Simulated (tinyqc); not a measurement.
# From one set of inputs to another, one input at a time

Model: leakage through a gate insulator: direct, Fowler-Nordheim, trap-assisted and Poole-Frenkel currents. Computed by tinyqc, a small Python program. Command: `OMP_NUM_THREADS=1 python tinyqc.py 3004879 3004880 out.jsonl oxideleak ladder`. One thread of a shared host (Intel(R) Xeon(R) Processor @ 2.30GHz), about 0.02 s of CPU time with the checks.

Electrons enter from the cathode Fermi level at x = 0; the conduction band of the insulator lies phi_b - e F x above it, F = V/t. WKB exponents use a parabolic band with mass m.

The inputs printed are set A. Inputs not listed in the table keep their values of set A, so the rows need not describe a real material.

Inputs (values chosen for the exercise, with an insulator like Al2O3):

| quantity | value | unit |
|---|---|---|
| thickness t | 5.1 | nm |
| barrier phi_b | 2.29 | eV |
| tunnelling mass m | 0.37 | m_0 |
| static constant eps_ox | 9.23 | - |
| optical constant eps_opt | 3.14 | - |
| voltage across the insulator V | 1.9 | V |
| trap depth phi_t | 1.5 | eV |
| trap density N_t | 5.5e+18 | cm^-3 |
| attempt rate nu_0 | 6e+13 | 1/s |
| activation of capture E_a | 0.17 | eV |
| temperature T | 200 | K |

Constants: hbar^2/(2 m_0) = 3.80998212 eV angstrom^2; e = 1.602176634e-19 C; hbar = 1.054571817e-34 J s; k_B = 8.617333262e-05 eV/K; eps_0 = 8.8541878128e-12 F/m.

Method:
- For a level a distance phi(x) below the band, the WKB exponent is 2 int kappa dx with kappa = sqrt(m phi/(hbar^2/2m_0)); for a linear barrier from phi_1 down to phi_2 = max(phi_1 - e F d, 0) it is G = (4/3) sqrt(m/(hbar^2/2m_0)) (phi_1^(3/2) - phi_2^(3/2))/(e F).
- J_tun = e^3 F^2/(16 pi^2 hbar m phi_b) x exp(-G) / [1 - sqrt(phi_2/phi_b)]^2 with the free-electron mass in the cathode (m in m_0), phi_2 = max(phi_b - e V, 0): direct tunnelling for e V < phi_b, Fowler-Nordheim above. Image forces, back-flow and the limit on supply are left out, so J_tun is overstated below about 0.5 V.
- Equivalent oxide thickness = 3.9 t/eps_ox.
- A trap at depth x lies phi_t below the band. Capture: tunnel at the cathode Fermi level from 0 to x (G_in from phi_1 = phi_b), rate nu_0 exp(-G_in - E_c/k_B T) with E_c = E_a + max(phi_b - phi_t - e F x, 0), the last term being the height of the trap above the cathode Fermi level. Emission: tunnel from the trap level to the anode (G_out from phi_1 = phi_t over t - x), rate nu_0 exp(-G_out - E_a/k_B T). Re-emission to the cathode follows from detailed balance, rate_back = rate_in exp(dE/k_B T) with dE = phi_b - phi_t - e F x. Each trap passes R = rate_in rate_out/(rate_in + rate_back + rate_out) electrons per second; filling from the anode is left out.
- J_TAT = e N_t int_0^t R dx by the midpoint rule on 400 intervals; the most effective depth is the midpoint with the largest R, rounded to 0.01 nm.
- Poole-Frenkel emission over the lowered barrier of a charged trap: lowering sqrt(e F/(pi eps_opt eps_0)); J_PF = e N_t^(2/3) nu_0 exp(-(phi_t - lowering)/k_B T), one sheet of traps emitting with supply unlimited (an upper bound).

Each row keeps all changes above it:

| input moved | from | to | tunnelling current J_tun (A/cm^2) | trap-assisted current J_TAT (A/cm^2) | Poole-Frenkel bound J_PF (A/cm^2) |
|---|---|---|---|---|---|
| set A | - | - | 1.8147e-08 | 4.5076e-07 | 3.2307e-10 |
| barrier phi_b (eV) | 2.29 | 1.56 | 1.3529e-02 | 1.0084e-05 | 3.2307e-10 |
| tunnelling mass m (m_0) | 0.37 | 0.21 | 5.0683e+00 | 7.7870e-04 | 3.2307e-10 |
| trap density N_t (cm^-3) | 5.5e+18 | 2e+19 | 5.0683e+00 | 2.8316e-03 | 7.6397e-10 |
| trap depth phi_t (eV) | 1.5 | 1.2 | 5.0683e+00 | 2.1064e-02 | 2.7717e-02 |
| thickness t (nm) | 5.1 | 6.1 | 1.4296e-01 | 2.8657e-03 | 4.5592e-04 |
| temperature T (K) | 200 | 450 | 1.4296e-01 | 6.8744e-01 | 7.5213e+02 |
| activation of capture E_a (eV) | 0.17 | 0.14 | 1.4296e-01 | 1.4901e+00 | 7.5213e+02 |

Tunnelling current J_tun goes from 1.81e-8 to 0.143, a factor 7.88e6 in all. The largest single move comes from barrier phi_b (a factor 746000), and thickness t works against it (a factor 0.0282). Trap-assisted current J_TAT goes from 4.51e-7 to 1.49, a factor 3.31e6 in all. The largest single move comes from temperature T (a factor 240), and thickness t works against it (a factor 0.136). Poole-Frenkel bound J_PF goes from 3.23e-10 to 752, a factor 2.33e12 in all. The largest single move comes from trap depth phi_t (a factor 3.63e7), and thickness t works against it (a factor 0.0164). The single moves hold for this order of the switches; the total does not depend on the order.

Caution (rows set A, barrier phi_b, tunnelling mass m): the film is too thin for the Poole-Frenkel picture (the lowering is a large part of the whole drop, or the traps are further apart than the film is thick), so J_PF is only nominal.

Extremes, crossings and ranges named in words are read from the listed rows.
